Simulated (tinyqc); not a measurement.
Reset of a mushroom phase-change cell, hemispherical electro-thermal model: one step of the calculation.

Current spreads from a hemispherical contact of radius r0 into a large dome with constant rho and ka: j = I/(2 pi r^2). With s = r0/r the steady rise is T - T0 = c (b s - s^2), c = I^2 rho/(8 pi^2 ka r0^2). The heat lost through the heater, (T(r0) - T0)/Rh, fixes b = (2 + g)/(1 + g), g = 1/(2 pi ka r0 Rh).

Question. Constants and melting current. The peak lies at s = b/2 with the rise c b^2/4; melting starts at the current where that equals Tm - T0, and the molten shell spans the roots of s^2 - b s + (Tm - T0)/c = 0 (s at most 1). Electrical resistance rho/(2 pi r0).

Parameters, values chosen for the exercise; values of the order of Ge-Sb-Te and related chalcogenides:
```
symbol,value,unit,meaning
T0,300,K,ambient temperature
Tm,893,K,melting point
r0,34,nm,radius of the heater contact
rho,3.5,mohm cm,resistivity of the hot chalcogenide
ka,1.05,W/(m K),its thermal conductivity
Rh,20,K/uW,thermal resistance of the path through the heater
```

Give: g; b; resistance; radius of the peak; melting current; power at that current.

Answer.

g = 0.22291
b = 1.8177
resistance = 0.16384 kohm
radius of the peak = 37.409 nm
melting current = 1402.1 uA
power at that current = 322.06 uW

Range of the model: Constant properties, no latent heat, thermoelectric terms, boundary resistance or heating in the heater itself.

Numbers from tinyqc (`OMP_NUM_THREADS=1 python tinyqc.py 2490023 2490024 out.jsonl`; about 0.01 s on one thread of a shared Intel Xeon 2.30GHz).
